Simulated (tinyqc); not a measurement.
Changing the recovery time t_r: bias-temperature instability from a Gaussian distribution of capture and emission barriers. Computed by tinyqc, a small Python program. Command: `OMP_NUM_THREADS=1 python tinyqc.py 3010890 3010891 out.jsonl bti sweep`. One thread of a shared host (Intel(R) Xeon(R) Processor @ 2.30GHz), about 0.03 s of CPU time with the checks.

Each trap has a capture time tau_0 exp(E_c/(k_B T)) under stress and an emission time tau_0 exp(E_e/(k_B T)) after it. E_c is Gaussian, and E_e = E_c + d with d Gaussian and independent. A trap counts as filled once t_s exceeds its capture time and as emptied once t_r exceeds its emission time.

Inputs (values chosen for the exercise, for a model p-channel transistor):
```
quantity                                      value        unit
shift with all traps filled V_max                83          mV
mean capture barrier at zero field mu_c        1.96          eV
spread of capture barriers sigma_c             0.27          eV
lowering of mu_c per field k_F                0.044  eV/(MV/cm)
oxide field F                                   6.3       MV/cm
mean of E_e - E_c at the stress field, delta  -0.27          eV
spread of E_e - E_c, sigma_d                   0.17          eV
time constant tau_0                           5e-09           s
temperature T                                   150           C
stress time t_s                                 200           s
```

Constants: k_B = 8.617333262e-05 eV/K.

Method:
- Demarcation energies E_s = k_B T ln(t_s/tau_0), E_r = k_B T ln(t_r/tau_0); mean barrier mu = mu_c - k_F F; z = (E_s - mu)/sigma_c; Phi is the standard normal distribution.
- Temperatures in kelvin are T(C) + 273.15.
- Shift without recovery dV0 = V_max Phi(z); local time exponent n = d ln dV0/d ln t_s = (k_B T/sigma_c) exp(-z^2/2)/(sqrt(2 pi) Phi(z)); apparent activation energy n E_s.
- Remaining shift dV = V_max int_(-infinity)^(E_s) g(E_c) [1 - Phi((E_r - E_c - delta)/sigma_d)] dE_c, g the Gaussian density of E_c (Gauss-Legendre, 120 points over 7 sigma_c below E_s).

One run for each value:
```
recovery time t_r (s)  remaining shift dV (mV)  remaining share dV/dV0  E_r (eV)
1.00e-07                             1.365e-01               9.881e-01     0.109
1.00e-05                             1.275e-01               9.229e-01     0.277
1.00e-03                             9.754e-02               7.062e-01     0.445
1.00e-01                             4.908e-02               3.553e-01     0.613
1.00e+01                             1.326e-02               9.598e-02     0.781
1.00e+03                             1.680e-03               1.216e-02     0.949
1.00e+05                             9.222e-05               6.677e-04     1.117
```

Describe and explain the trends.

Over the rows, remaining shift dV (mV) falls from 0.136 to 9.22e-5 (exponent d ln y / d ln x -0.015 between the first rows and -0.63 between the last); remaining share dV/dV0 falls from 0.988 to 6.68e-4 (exponent d ln y / d ln x -0.015 between the first rows and -0.63 between the last); E_r (eV) rises from 0.109 to 1.12 (exponent d ln y / d ln x 0.20 between the first rows and 0.035 between the last). Each decade of t_r moves E_r by k_B T ln 10 through a broad distribution, so recovery spreads over many decades.
